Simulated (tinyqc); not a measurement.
# Van der Pauw, Hall and four-point-probe measurements on a doped layer: correction factor against the shape of the sample

A uniform n-type layer with sheet resistance Rs = 1/(q ns mu), point contacts, low field (mu B small).

Rs = 1/(q ns mu). For a rectangle with contacts at the corners, RA = (8 Rs/pi) sum_(k>=0) ln coth((2k + 1) pi a/(2 b)) with current along a short side b and voltage along the opposite one, RB the same with a and b exchanged. ar = a/b. F = Rs/[(pi/ln 2)(RA + RB)/2]; small-asymmetry estimate 1 - (ln 2/2) d^2 - ((ln 2)^2/4 - (ln 2)^3/12) d^4 with d = (RB - RA)/(RB + RA).

Values chosen for this exercise:
- ns = 1.1e12 cm^-2 (sheet density of the layer)
- mu = 600 cm^2/(V s) (drift mobility)

Constants: q = 1.602176634e-19 C. Results are converted to the units shown.

Correction factor against the shape of the sample:
```
ar	RA (ohm)	RB (ohm)	RB/RA	F	estimate of F
1	2087	2087	1.000	1.000	1.000
1.34	715.4	4676	6.536	0.7740	0.7861
1.69	238.2	7754	32.55	0.5221	0.6213
2.03	81.85	1.089e4	133.1	0.3803	0.5767
2.37	28.13	1.408e4	500.6	0.2958	0.5653
2.71	9.666	1.729e4	1788	0.2413	0.5623
3.06	3.219	2.059e4	6397	0.2026	0.5614
3.4	1.106	2.381e4	2.152e4	0.1753	0.5612
```

Read the table: what changes, and by how much?

RB/RA rises from 1.00 to 21500 and F falls from 1.00 to 0.175. The estimate is 19 % above F at a/b = 1.69 and 3.20 times it in the last row. RA shrinks about as exp(-pi a/b): by a factor of 2.91 between the last two rows, against 2.91.

tinyqc, about 0.01 s, one thread, Intel Xeon 2.30GHz (shared host): `OMP_NUM_THREADS=1 python tinyqc.py 2850106 2850107 out.jsonl`
